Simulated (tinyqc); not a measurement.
Ellipsoidal valleys in the axes of a wafer and a channel: one step. Masses of all valleys. Three cases, with inputs chosen for the exercise.

Task: Give mz, md, mc, mx and my.

Valleys with axes a along [111], [1-1-1], [-11-1] and [-1-11], one whole valley each; inverse mass tensor w = 1/mt + (1/ml - 1/mt) a a. Device axes: z = nz/|nz|, x = nx/|nx|, y = z cross x; in them a = (ax, ay, az). Confinement mass mz = 1/w_zz. In the plane w_ij is replaced by u_ij = w_ij - w_iz w_jz/w_zz (i, j = x, y); density-of-states mass md = 1/sqrt(det u); conductivity mass along x mc = 1/u_xx; ballistic transport mass mx = u_yy/det u, width mass my = 1/u_yy.

Case 1.

Values chosen (near those of the L valleys of Ge; shifted at random, so the results belong to these values and not to a real crystal): ml = 1.626 m0 (longitudinal mass); mt = 0.08 m0 (transverse mass); nz = (1, 1, 0) (surface normal (confinement)); nx = (1, -1, 0) (channel direction).

Case 2.

Values chosen (near those of the L valleys of GaAs; shifted at random, so the results belong to these values and not to a real crystal): ml = 1.899 m0 (longitudinal mass); mt = 0.074 m0 (transverse mass); nz = (1, 1, 0) (surface normal (confinement)); nx = (0, 0, 1) (channel direction).

Case 3.

Values chosen (near those of the L valleys of Ge; shifted at random, so the results belong to these values and not to a real crystal): ml = 1.606 m0 (longitudinal mass); mt = 0.08 m0 (transverse mass); nz = (1, 0, 0) (surface normal (confinement)); nx = (0, 1, 1) (channel direction).

Give: Masses (m0).

Result:

Case 1.

Masses (m0):
```
valley       mz      md      mc      mx      my
[111]    0.2185  0.2182  0.0800  0.0800  0.5953
[1-1-1]  0.0800  0.3607  0.2185  1.1107  0.1171
[-11-1]  0.0800  0.3607  0.2185  1.1107  0.1171
[-1-11]  0.2185  0.2182  0.0800  0.0800  0.5953
```

mz md^2 = ml mt^2 = 0.01041 for every valley, so a heavy confinement mass comes with a small density of states. The heaviest mz is 0.218, for [111] and [-1-11].

Case 2.

Masses (m0):
```
valley       mz      md      mc      mx      my
[111]    0.2059  0.2247  0.6823  0.6823  0.0740
[1-1-1]  0.0740  0.3749  0.1089  0.6823  0.2059
[-11-1]  0.0740  0.3749  0.1089  0.6823  0.2059
[-1-11]  0.2059  0.2247  0.6823  0.6823  0.0740
```

mz md^2 = ml mt^2 = 0.01040 for every valley, so a heavy confinement mass comes with a small density of states. The heaviest mz is 0.206, for [111] and [-1-11].

Case 3.

Masses (m0):
```
valley       mz      md      mc      mx      my
[111]    0.1171  0.2963  1.0973  1.0973  0.0800
[1-1-1]  0.1171  0.2963  1.0973  1.0973  0.0800
[-11-1]  0.1171  0.2963  0.0800  0.0800  1.0973
[-1-11]  0.1171  0.2963  0.0800  0.0800  1.0973
```

mz md^2 = ml mt^2 = 0.01028 for every valley, so a heavy confinement mass comes with a small density of states. On this face all axes make the same angle with the normal.

Computed by tinyqc, one run a case: `OMP_NUM_THREADS=1 python tinyqc.py N N+1 out.jsonl` with N = 1880266, 1880429, 1880481; one thread of a shared Intel(R) Xeon(R) Processor @ 2.30GHz, about 0.01 s a run at most.
